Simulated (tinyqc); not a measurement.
Yield per ion against the flux ratio: ion-assisted plasma etching: sheath, surface coverage, synergy and aspect-ratio dependence. Computed by tinyqc, a small Python program. Command: `OMP_NUM_THREADS=1 python tinyqc.py 3022875 3022876 out.jsonl etch walk`. One thread of a shared host (Intel(R) Xeon(R) Processor @ 2.30GHz), about 0.08 s of CPU time with the checks.

Radicals adsorb on bare sites; ions remove covered sites with a high yield and bare sites by sputtering; a slow spontaneous reaction acts everywhere, walls included.

Inputs (values chosen for the exercise, close to those used for silicon in a halogen plasma):
```
quantity                                value       unit
plasma density n_e                    5.8e+09     1/cm^3
electron temperature T_e                  3.7         eV
ion mass M_i                               80          u
sheath voltage V                          790          V
radical density n                     4.1e+13     1/cm^3
radical mass M_n                           80          u
gas temperature T_g                       400          K
sticking coefficient s                   0.24          -
radicals per removed unit x                 4          -
yield slope b                            0.39  eV^(-1/2)
threshold E_th                             21         eV
sputter slope b_p                       0.029  eV^(-1/2)
sputter threshold E_p                      39         eV
spontaneous reaction probability k_c  0.00017          -
solid density N                         5e+22     1/cm^3
ion temperature T_i                      0.55         eV
```

Feature: round hole.

Constants: e = 1.602176634e-19 C; u = 1.6605390666e-27 kg; k_B = 1.380649e-23 J/K; eps_0 = 8.8541878128e-12 F/m.

Method:
- Bohm speed u_B = sqrt(e T_e/M_i); ion flux G_i = 0.61 n_e u_B; radical flux G_n = n c/4 with c = sqrt(8 k_B T_g/(pi M_n)).
- Debye length lambda_D = sqrt(eps_0 T_e/(e n_s)) with n_s = 0.61 n_e, T_e in volts; Child-law sheath d = (sqrt2/3) lambda_D (2 V/T_e)^(3/4); ion energy E = V + T_e/2; angular spread = arctan(sqrt(T_i/E)).
- Yields: Y = b (sqrt(E) - sqrt(E_th)) on covered sites, Y_p = b_p (sqrt(E) - sqrt(E_p)) on bare ones (zero below threshold).
- Steady coverage: s G_n (1 - theta) = x Y G_i theta; removal flux = Y G_i theta + Y_p G_i (1 - theta) + k_c G_n; rate = flux/N, 1 cm/s = 6e8 nm/min.
- The ion flux is fixed and the radical flux set by the ratio; the removal per ion is the removal flux over G_i.

yield Y = 9.18733

sputter yield Y_p = 0.634950

ion flux G_i = 7.47385e+14 1/(cm^2 s)

Open field:
```
G_n/G_i       theta  rate (nm/min)  removal per ion
0.3      1.9554e-03          5.845           0.6517
1        6.4884e-03          6.194           0.6906
3        1.9216e-02          7.173           0.7998
10       6.1304e-02         10.412           1.1609
30       1.6383e-01         18.306           2.0411
100      3.9507e-01         36.150           4.0307
300      6.6207e-01         56.935           6.3483
1000     8.6721e-01         73.737           8.2217
3000     9.5144e-01         83.247           9.2820
```

What does the comparison show, and why?

Coverage reaches one half at G_n/G_i = x Y/s = 153. Below that the ion-assisted part follows the radical flux, on top of the sputter floor Y_p = 0.635; above it the ion-assisted part saturates at Y = 9.19 per ion. Caution: a sheath of several millimetres is collisional at usual pressures, which lowers the ion energy and widens the angles.
